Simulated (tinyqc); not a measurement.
Double-gate transistor, scale length and short-channel effects: two steps of the calculation.

A body of thickness ts between two insulators of thickness ti and two tied gates. Below threshold the potential that source and drain add obeys Laplace's equation and vanishes on the gate. Its lowest mode decays along the channel as exp(-k y); k is the smallest positive root of the matching condition at the interface, and the scale length is Lambda = pi/k.

Values chosen for this exercise; permittivities: semiconductor close to that of silicon, insulator close to that of silicon nitride:
```
symbol,value,unit,meaning
T,400,K,temperature
eps_r,11.7,,relative permittivity of the semiconductor
ei,7.15,,relative permittivity of the insulator
ti,1.4,nm,insulator thickness
ts,11.4,nm,body thickness
L,43,nm,channel length
Vbi,1.01,V,potential of the source
sT,0.37,V,potential of the barrier top at threshold
VTL,0.49,V,long-channel threshold
m,1,,long-channel body factor
Vds,0.7,V,drain voltage
```

Constants: q = 1.602176634e-19 C, kB = 1.380649e-23 J/K, Vt = kB T/q. Results are converted to the units shown.

Question 1. Decay constant by Newton steps. f(k) = ei cos(k ti) cos(k ts/2) - eps_r sin(k ti) sin(k ts/2); f' by a central difference with +/- 1e-5 1/nm; k(new) = k - f/f'.

k at the start = 0.2175 1/nm

Find: f; f'; k after iteration 1.

Answer 1.

f = -1.100
f' = -59.02 nm
k after iteration 1 = 0.1989 1/nm

Question 2. Threshold shift, barrier position and swing. Along the channel psi(y) = s + a exp(y/l) + b exp(-y/l) with psi(0) = Vbi, psi(L) = Vbi + Vds and l = 1/k = Lambda/pi; with A = Vbi - s, B = A + Vds, x = exp(-L/l): a = (B - A x) x/(1 - x^2), b = (A - B x)/(1 - x^2). The minimum is s + 2 sqrt(a b), at y = (l/2) ln(b/a). The long-channel potential follows the gate as s = sT + (Vg - VTL)/m, and the threshold VT is the gate voltage at which the minimum equals sT. Swing = m Vt ln 10/g at threshold, g = d(minimum)/ds = 1 - (b x + a)/((1 + x) sqrt(a b)).

l = 5.0293015 nm

Give: s at threshold; a; b; position of the minimum; VT; swing.

Answer 2.

s at threshold = 0.3434 V
a = 2.645e-4 V
b = 0.6663 V
position of the minimum = 19.69 nm
VT = 0.4634 V
swing = 81.79 mV/decade

The threshold lies 26.6 mV below the long-channel value, and the barrier top sits at 0.46 L from the source.

tinyqc, about 0.01 s, one thread, Intel Xeon 2.30GHz (shared host): `OMP_NUM_THREADS=1 python tinyqc.py 2420105 2420106 out.jsonl`
